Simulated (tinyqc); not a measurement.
Inversion-layer mobility, back-scattering and ballistic limit of a field-effect transistor: one step, computed by the program tinyqc.

The charge at the top of the source barrier is fixed by the gate; series resistance and short-channel effects are left out. F_j are Fermi integrals normalised to exp(eta) in the classical limit.

Task: Effective mobility. mu_phonon = mu_ph (E_eff/1 MV/cm)^(-0.3) (T/300 K)^(-1.75); mu_rough = mu_sr (E_eff/1 MV/cm)^(-2); mu_Coulomb = mu_C (N_inv/1e12 cm^-2) (T/300 K); Matthiessen's rule adds 1/mu.

Inputs (values chosen for the exercise, modelled on a strained silicon n-channel):

| quantity | value | unit |
|---|---|---|
| phonon mobility at 1 MV/cm and 300 K, mu_ph | 650 | cm^2/(V s) |
| roughness mobility at 1 MV/cm, mu_sr | 1800 | cm^2/(V s) |
| Coulomb mobility at N_inv = 1e12/cm^2, mu_C | 680 | cm^2/(V s) |
| temperature T | 300 | K |

Statistics at the top of the barrier: Fermi-Dirac.

inversion density N_inv = 3.663970e+12 1/cm^2

effective field E_eff = 0.3297311 MV/cm

Give: phonon part; roughness part; Coulomb part; effective mobility mu.

Result:

phonon part = 906.70 cm^2/(V s)

roughness part = 16556 cm^2/(V s)

Coulomb part = 2491.5 cm^2/(V s)

effective mobility mu = 639.12 cm^2/(V s)

The phonon part is the lowest and holds 70 % of 1/mu.
